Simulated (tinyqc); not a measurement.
Surface orientation and number of bands: six-band hole subbands of a thin body in a field.

Basis X, Y, Z times spin, hole energies counted downwards from the unstrained edge (the hydrostatic shift is left out), c = hbar^2/2m0. For a symmetric tensor T let C(T) have C_XX = L Txx + M (Tyy + Tzz), C_XY = N Txy (cyclic), L = c (g1 + 4 g2), M = c (g1 - 2 g2), N = 6 c g3. k = q + kz n, n the unit normal, q = k1 u + k2 v with u along the channel [1-10] and v = n x u. H = C(k k^T) + (Dso/3)(1 - L.sigma) - B + e F z with (L_k)_ij = -i epsilon_kij; B is the block C built from the traceless strain with 2b, -b and sqrt(3) d in place of L, M, N. Strain: exx = eyy = (s11 + s12) sx/2, ezz = s12 sx, exy = -s44 sx/4. Hard walls at z = 0 and t; basis sin(j pi z/t), j = 1 to Nz: kz^2 = (j pi/t)^2, kz = -i D with D_jl = 4 j l/(t (j^2 - l^2)), z_jj = t/2 and z_jl = -8 t j l/(pi (j^2 - l^2))^2 for j + l odd; 1 MV/cm = 0.01 eV/angstrom.

Nz = 14. E1 is the top subband at q = 0, gap the distance to the next pair, and the masses are c q^2/(E(q) - E1) at |q| = 0.02 1/angstrom (mean of the spin pair) along the channel [1-10] and across it in the plane; a dash marks a band that does not rise.

Constants: hbar^2/2m0 = 3.80998211 eV angstrom^2.

Inputs chosen for the exercise (near those of a p-type Si channel; shifted at random, so the results belong to these values and not to a real crystal): g1 = 4.28 (Luttinger gamma1); g2 = 0.34 (gamma2); g3 = 1.44 (gamma3); Dso = 0.044 eV (spin-orbit splitting); b = -2.12 eV (tetragonal potential); d = -4.74 eV (trigonal potential); S = (7.81, -2.11, 12.63) 1/TPa (compliances s11, s12, s44); t = 45 angstrom (body thickness); F = 0.8 MV/cm (field across the body); sx = 1 GPa (stress along the channel [1-10], negative in compression).

Three faces, six bands; and four bands, with Dso set to 1000 eV.

Results:

| case | E1 (meV) | gap (meV) | m channel | m across |
|---|---|---|---|---|
| (001) 6 bands | 219.6 | 36.5 | 2.560 | 0.198 |
| (001) 4 bands | 226.5 | 31.3 | 1.433 | 0.184 |
| (110) 6 bands | 146.8 | 65.8 | 0.117 | 0.279 |
| (110) 4 bands | 188.5 | 94.4 | 0.157 | 0.300 |
| (111) 6 bands | 154.8 | 61.5 | 0.629 | 0.156 |
| (111) 4 bands | 170.3 | 119.4 | 0.208 | 0.179 |

With six bands the top subband is shallowest on (110) (146.8 meV) and deepest on (001). Without the stress E1 would be 226.9, 111.1 and 163.4 meV, so the stress moves it by -7.3, 35.8 and -8.6 meV. The lightest channel mass is on (110) (0.117 m0). Dropping the split-off band moves E1 by 6.8, 41.7 and 15.5 meV and the gap by -5.2, 28.7 and 57.9 meV on the three faces, with Dso = 44 meV.

(tinyqc, `OMP_NUM_THREADS=1 python tinyqc.py 1281282 1281283 out.jsonl`, Intel(R) Xeon(R) Processor @ 2.30GHz, 1 thread, shared host, about 0.4 s.)
